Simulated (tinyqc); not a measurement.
# Transfer length from front and end resistance

Inverse problem. A contact of length d and width W has Rc = (Rsh Lt/W) coth(d/Lt) and Re = (Rsh Lt/W)/sinh(d/Lt), with Rsh the sheet resistance under the metal and Lt = sqrt(rc/Rsh). Find Lt, Rsh and rc.

Values chosen for this exercise:
```
symbol  value  unit         meaning
d        0.13    um  contact length
W          18    um   contact width
```

Rc = 22.100974 ohm
Re = 19.727995 ohm

Solution. Rc/Re = cosh(d/Lt) gives Lt, and Re then gives Rsh.

Lt = 0.2677 um
Rsh = 670.0 ohm/sq
rc = 4.800e-7 ohm cm^2

Computed by the program tinyqc: `OMP_NUM_THREADS=1 python tinyqc.py 2760054 2760055 out.jsonl`, one thread of a shared Intel Xeon 2.30GHz, about 0.01 s for the whole run.
